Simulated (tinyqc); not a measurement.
Inside a calculation. Model: elastic strain and critical thickness of a cubic alloy layer A(1-x)B(x) on a thick substrate. Computed by tinyqc, a small Python program that keeps every step. Command: `OMP_NUM_THREADS=1 python tinyqc.py 3012371 3012372 out.jsonl misfit walk`. One thread of a shared host (Intel(R) Xeon(R) Processor @ 2.30GHz), about 0.01 s of CPU time with the checks. Intermediate numbers are printed to about 7 digits and carried at full precision; extremes and crossings named in words are read from the listed rows.

Strain is positive in tension. The layer is coherent with the substrate unless said otherwise.

Inputs (values chosen for the exercise, modelled on Ge(1-x)Si(x) on Ge):
```
quantity                                 value        unit
fraction x of B                           0.19           -
lattice constant a_A                     5.658    angstrom
lattice constant a_B                     5.431    angstrom
substrate lattice constant a_S           5.658    angstrom
layer thickness h                           21          nm
biaxial modulus of the substrate M_S       153         GPa
substrate thickness t_S                    200  micrometre
wafer diameter W                           100          mm
X-ray wavelength                      1.540593    angstrom
start of the iteration h0/b                 20           -
```

Growth plane: (001). Layer: uncapped. Misfit dislocation: 60-degree.

C11, C12, C44 of A (GPa): 129.6  48.25  65.51

C11, C12, C44 of B (GPa): 164.5  64.05  78.18

## Alloy by Vegard's rule, and misfit

a = (1 - x) a_A + x a_B, the same rule for each C_ij; misfit f = (a_S - a)/a, the in-plane strain of the coherent layer.

free lattice constant a = 5.61487 angstrom

elastic constants (GPa): C11 136.2310, C12 51.2520, C44 67.9173

misfit f = 0.007681389

The layer is stretched in the plane by 0.77 %.

## Biaxial strain, stress and energy

(001): D = 2 C12/C11, M = C11 + C12 - 2 C12^2/C11. The free surface carries no normal stress, so e_perp = -D f; dV/V = 2 f + e_perp; stress = M f; energy per area = M f^2 h (1 GPa nm = 1 J/m^2).

ratio D = 0.7524279

normal strain e_perp = -0.005779691

volume strain dV/V = 0.009583087

biaxial modulus M = 148.9196 GPa

in-plane stress = 1.143909 GPa

strain energy per area = 0.1845230 J/m^2

## Symmetric X-ray reflection

Reflection 004: d = a_perp/sqrt(16), with a_perp = a (1 + e_perp) for the coherent layer, a for the relaxed layer and a_S for the substrate; sin(theta) = lambda/(2 d).

Bragg angles:
```
crystal         a_perp (angstrom)  theta (degrees)  from substrate (arcsec)
substrate                5.658000         32.99539                    0.000
coherent layer           5.582418         33.50053                 1818.502
relaxed layer            5.614870         33.28162                 1030.416
```

peak separation of the coherent layer = 1818.502 arcsec

The coherent layer lies 1.76 times as far from the substrate peak as a relaxed one, about 1 + D = 1.75: reading its peak as relaxed would overstate the mismatch by that factor.

## Isotropic constants and the prefactor A

Voigt averages: G = (C11 - C12 + 3 C44)/5, B = (C11 + 2 C12)/3, nu = (3 B - 2 G)/(2 (3 B + G)); b = a/sqrt(2). The 60-degree dislocation has cos alpha = 1/2, and cos lambda = 1/2 on (001). Matthews-Blakeslee: h_c = A [ln(h_c/b) + 1], A = b (1 - nu cos^2 alpha)/(8 pi |f| (1 + nu) cos lambda), the factor 8 pi being that of an uncapped layer.

shear modulus G = 57.74618 GPa

Poisson ratio nu = 0.2078423

Burgers vector b = 0.3970313 nm

prefactor A = 3.228429 nm

## Critical thickness by fixed-point iteration

Start at h0, put the right side back in, and stop when the change is below 1e-9 h or h turns negative.

Iteration:
```
step  h in (nm)  h out (nm)   change (nm)
1       7.94063    12.89994  4.959314e+00
2      12.89994    14.46647  1.566532e+00
3      14.46647    14.83649  3.700138e-01
4      14.83649    14.91802  8.153626e-02
5      14.91802    14.93572  1.769377e-02
6      14.93572    14.93954  3.826864e-03
7      14.93954    14.94037  8.270897e-04
8      14.94037    14.94055  1.787288e-04
9      14.94055    14.94059  3.862086e-05
10     14.94059    14.94059  8.345380e-06
11     14.94059    14.94060  1.803307e-06
12     14.94060    14.94060  3.896664e-07
13     14.94060    14.94060  8.420082e-08
14     14.94060    14.94060  1.819448e-08
15     14.94060    14.94060  3.931541e-09
```

critical thickness h_c (Matthews-Blakeslee) = 14.94060 nm

Converged; near the root each step shrinks the error by A/h_c = 0.216. h_c is 37.6 Burgers vectors.

## Equilibrium strain at the thickness h

For h > h_c the same force balance gives the strain left, |e| = |f| A [ln(h/b) + 1]/h, and below h_c e = f; relaxation = 1 - e/f; dislocations per length across each line direction = (|f| - |e|)/(b cos lambda).

strain left e = 0.005867003

relaxation = 23.62055 %

dislocation line density = 9.139765 1/micrometre

h is 1.41 h_c: in equilibrium dislocations lie 109 nm apart; slow nucleation and glide can keep a real layer more strained.

## Wafer curvature of the coherent layer

Stoney: curvature = 6 |stress| h/(M_S t_S^2); radius = 1/curvature; bow = curvature W^2/8.

curvature = 0.02355107 1/m

radius of curvature = 42.46092 m

bow = 29.43884 micrometre

Caution: the curvature assumes a coherent layer, but h exceeds h_c.

## Force balance against energy balance

People-Bean: h_c = P ln(h_c/b), P = (1 - nu)/(1 + nu) b^2/(16 pi sqrt(2) a f^2). The misfit is scaled by 0.25, 0.4, 0.6, 1, 1.5, 2.2 at fixed a, b and nu; the upper root is taken, and rows with A < 1.3 b or P < 3 b, where the roots shrink to the core size or vanish, are left out.

Critical thickness:
```
|f| (%)   Matthews-Blakeslee (nm)  People-Bean (nm)     ratio
0.192035                 81.70289          6852.401  83.86976
0.307256                 46.51833          2387.436  51.32247
0.460883                 28.34702           948.524  33.46116
0.768139                 14.94060           289.350  19.36667
1.152208                  8.82795           109.672  12.42327
1.689906                  5.25891            42.355   8.05389
```

The exponents d ln h_c/d ln f are -1.20 and -2.24 between the first rows, steeper than the -1 and -2 of the prefactors because of the logarithm. The ratio falls from 83.9 to 8.05 as the misfit grows. Where People-Bean lies above, a layer between the lines is metastable: dislocations would lower the energy but have to be nucleated.

Checks made by the program: D and M against the full stiffness tensor (relative difference below 1e-10); h_c against the Lambert function, -A W_(-1)(-b/(A e)) (relative difference 1e-10).
